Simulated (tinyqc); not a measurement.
Raising U: Hubbard ring of 5 sites, mean field against exact. Computed by the program tinyqc. 

one-body matrix (hopping and site energies) (eV):
```
         1        2        3        4        5
1   0.3600  -0.6400   0.0000   0.0000  -0.6400
2  -0.6400   0.1300  -0.6400   0.0000   0.0000
3   0.0000  -0.6400  -0.5500  -0.6400   0.0000
4   0.0000   0.0000  -0.6400   0.5800  -0.6400
5  -0.6400   0.0000   0.0000  -0.6400  -0.4600
```

electrons, up and down: 3  2

Collinear unrestricted mean field (the lowest of 40 random starts) against exact diagonalisation.

Exact and mean-field results (eV):
```
U            U/t    E exact  E mean field  mean |n_up - n_down|  double occupancy, exact  first gap in the sector
0.3200    0.5000  -3.912931     -3.906406                0.2000                   0.2689                   0.5424
0.6400    1.0000  -3.497628     -3.468748                0.2000                   0.2499                   0.4639
1.2800    2.0000  -2.765894     -2.631234                0.2484                   0.2062                   0.3085
1.9200    3.0000  -2.183195     -1.872703                0.4433                   0.1579                   0.1805
2.5600    4.0000  -1.749759     -1.340462                0.7170                   0.1145                   0.0966
3.8400    6.0000  -1.211141     -0.833224                0.8943                   0.0607                   0.0270
5.1200    8.0000  -0.911250     -0.597597                0.9445                   0.0361                   0.0089
7.6800   12.0000  -0.596820     -0.372071                0.9767                   0.0167                   0.0017
12.8000  20.0000  -0.337238     -0.197191                0.9919                   0.0061                 2.27e-04
```

In absolute terms mean field is worst at U/t = 4.0, 0.409 eV too high: at small U it is nearly exact, and at large U it misses only exchange-scale energies. Relative to the exact energy its error is 0.2 % at the smallest U, 42 % at most and 42 % at the largest. The double occupancy falls from 0.269 to 0.006.
